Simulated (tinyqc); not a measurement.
Stress from a rosette of three resistors.

Question. In the (001) plane dR/R(0) = p11 sxx + p12 syy, dR/R(90) = p12 sxx + p11 syy and dR/R(45) = (p11 + p12)(sxx + syy)/2 + p44 sxy. Find the three stresses.

Values chosen for this exercise: piezoresistive coefficient p11 = 6.43 x 1e-11/Pa; piezoresistive coefficient p12 = -1.03 x 1e-11/Pa; piezoresistive coefficient p44 = 131 x 1e-11/Pa.

dR/R at 0, 45 and 90 degrees (%): [-1.4174000, 0.393, 1.4174000]

Solution. The first and third give sxx and syy; the 45-degree value less their mean is p44 sxy.

sxx = -190.0 MPa
syy = 190.0 MPa
sxy = 3.000 MPa

Computed by the program tinyqc: `OMP_NUM_THREADS=1 python tinyqc.py 2530035 2530036 out.jsonl`, one thread of a shared Intel Xeon 2.30GHz, about 0.01 s for the whole run.
